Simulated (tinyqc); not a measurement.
Inside a calculation. Method: tight binding, honeycomb lattice. Computed by tinyqc, a small Python program that keeps every step. Settings: t1 = 2.29, t2 = 0, phi = 1.57, delta = 1.26, points = 5. Command: `OMP_NUM_THREADS=1 python tinyqc.py 28334 28335 out.jsonl` (the two numbers bound the seeds that draw the settings). One thread of a shared host (Intel(R) Xeon(R) Processor @ 2.60GHz), about 0.01 s of CPU time with the checks.

## Bloch Hamiltonian at k

Parameters chosen for this model:

| parameter | value | unit |
|---|---|---|
| t1 | 2.290000 | eV, nearest |
| t2 | 0 | eV, second neighbours |
| phi | 1.570000 | rad, phase of t2 (Haldane) |
| delta | 1.260000 | eV, +/- on A and B |

k point k (fractions of the reciprocal vectors): 0.2900  -0.3900

H_AB = -t1 (1 + exp(-i k.a1) + exp(-i k.a2)); H_AA = delta - 2 t2 sum cos(k.b + phi), H_BB = -delta - 2 t2 sum cos(k.b - phi), b = a1, a2 - a1, -a2.

H(k) at k (eV):
```
                A               B
A          1.2600  0.0440+0.7584i
B  0.0440-0.7584i         -1.2600
```

## Levels at k

Diagonalise the Hermitian matrix.

eigenvalues (eV): -1.4713  1.4713

weights |c|^2 of the basis functions:
```
   band 1  band 2
A  0.0718  0.9282
B  0.9282  0.0718
```

## Bloch Hamiltonian at K

k point K (fractions of the reciprocal vectors): 0.3333  0.6667

As before.

H(k) at K (eV):
```
        A        B
A  1.2600   0.0000
B  0.0000  -1.2600
```

## Levels at K

As before.

eigenvalues (eV): -1.2600  1.2600

weights |c|^2 of the basis functions:
```
   band 1  band 2
A  0.0000  1.0000
B  1.0000  0.0000
```

## Bands along a path

The same steps at evenly spaced points between the labelled ones.

Bands along the path (eV):

| k | band 1 | band 2 |
|---|---|---|
| G | -6.9846 | 6.9846 |
| G-K 0.33 | -5.9338 | 5.9338 |
| G-K 0.67 | -3.3327 | 3.3327 |
| K | -1.2600 | 1.2600 |
| K-M 0.33 | -1.7528 | 1.7528 |
| K-M 0.67 | -2.3755 | 2.3755 |
| M | -2.6138 | 2.6138 |
| M-K' 0.33 | -2.3755 | 2.3755 |
| M-K' 0.67 | -1.7528 | 1.7528 |
| K' | -1.2600 | 1.2600 |

With 1 band(s) filled, the highest filled level on these points lies at K and the lowest empty one at K: a gap of 2.5200 eV, direct.

## Chern number of the lower band

On a 5 x 5 mesh, the phase of the product of overlaps around each plaquette (k1 then k2); the sum over 2 pi is an integer.

plaquette phases (rad):
```
         1        2        3        4        5
1   0.0000  -0.0526  -0.1457   0.0858   0.0283
2   0.0526   0.0000  -0.4886  -0.5783   0.0858
3   0.1457   0.4886   0.0000  -0.4886  -0.1457
4  -0.0858   0.5783   0.4886   0.0000  -0.0526
5  -0.0283  -0.0858   0.1457   0.0526   0.0000
```

Chern number = 0.0000
